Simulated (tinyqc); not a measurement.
Inside a calculation: k.p theory built from an empirical-pseudopotential calculation at Gamma. Values are carried at full precision from step to step, so a last printed digit may differ when a step is redone from the rounded ones.

Empirical pseudopotential on the fcc lattice, atoms at +/- tau, tau = a (1,1,1)/8, no spin-orbit coupling. H(G,G') = c (2 pi/a)^2 |k + G|^2 delta + VS(q) cos(q.tau) + i VA(q) sin(q.tau), q = G - G', c = hbar^2/2m0; k and G in units of 2 pi/a; VS at |q|^2 = 3, 8, 11 and VA at 3, 4, 11, in rydberg, zero elsewhere. The basis is fixed: all 113 G with |G|^2 up to Gcut. Energies are counted from the fourth level at Gamma.

Constants: hbar^2/2m0 = 3.80998211 eV angstrom^2; Ry = 13.60569312 eV.

Values chosen for the exercise (near those of InAs; the results hold for these values, not for the real material): a = 6.048 angstrom (lattice constant); VS = (-0.221, 0.001, 0.05) Ry (symmetric form factors); VA = (0.081, 0.052, 0.03) Ry (antisymmetric form factors); Gcut = 20 (2 pi/a)^2 (largest |G|^2 of the fixed basis).

## Levels at Gamma

Diagonalise H at k = 0 and group equal levels.

Multiplets at Gamma:
```
multiplet,degeneracy,E (eV)
1,1,-11.2314
2,3,0.0000
3,1,0.5356
4,3,4.5630
5,1,7.8242
6,2,8.2729
7,3,12.0003
8,1,13.6131
9,3,24.0903
```

The lowest empty multiplet is a singlet at 0.536 eV; the lowest empty singlet (s-like) is multiplet 3.

## Mass of the s-like conduction level (multiplet 3)

For a multiplet A of d_A states, W(B) = (4 c/(3 d_A)) sum over n in A, m in B and i = x, y, z of |<n|G_i|m>|^2 (G in 1/angstrom, <n|G_i|m> = sum_G c_n(G)* G_i c_m(G)); the mean inverse mass of A is 1 + sum_B W(B)/(E_A - E_B). Multiplets with W = 0 are left out.

List the couplings (the first eight at most); W to the valence triplet is the Kane energy Ep.

Couplings:
```
multiplet B,degeneracy,E_B (eV),W (eV),W/(E_A - E_B)
2,3,0.0000,14.5793,27.2228
4,3,4.5630,0.0112,-0.0028
7,3,12.0003,0.3236,-0.0282
11,3,24.1756,0.6595,-0.0279
12,3,24.5122,0.1927,-0.0080
15,3,36.2795,0.0396,-0.0011
17,3,36.9393,0.0001,0.0000
19,3,37.9720,0.0098,-0.0003
```

sum over the higher multiplets = -0.0030
1/m = 28.1515

Ep = 14.58 eV. The valence triplet gives 27.22, all other levels together -0.07; m = 0.0355, against 0.0354 for two levels alone.

## Valence parameters

Fold all other levels onto the valence triplet: D(u) = c + 4 c^2 sum_m <n|u.G|m><m|u.G|n'>/(0 - E_m), in units of c. Along [100] its eigenvalues are L (once) and M (twice); along [111] (L + 2M + 2N)/3 (once) and (L + 2M - N)/3 (twice). Then g1 = -(L + 2M)/3, g2 = -(L - M)/6, g3 = -N/6.

eigenvalues along [100]: -27.520  -1.709  -1.709

eigenvalues along [111]: -29.474  -0.732  -0.732

L, M, N: -27.520  -1.709  -28.742

g1, g2, g3: 10.313  4.302  4.790

With spin-orbit coupling added at fixed g1, g2, g3 and large against the hole energy these give heavy and light masses along [100] of 0.585 and 0.053. The s-like level alone adds Ep/(3E) = 9.07 to g1. Local form factors fix Ep and the gap only roughly, so these values can lie far from measured ones.

## Checks

- 1/m of the s-like level from the sum against the curvature of the band: both 28.15.
- L and M against the curvatures along [100]: largest relative difference 8.7e-06.

Computed by tinyqc, a small Python program: `OMP_NUM_THREADS=1 python tinyqc.py 1080356 1080357 out.jsonl` (the numbers bound the seed that draws the inputs); one thread of a shared host (Intel(R) Xeon(R) Processor @ 2.30GHz), about 0.7 s for the whole set of steps.
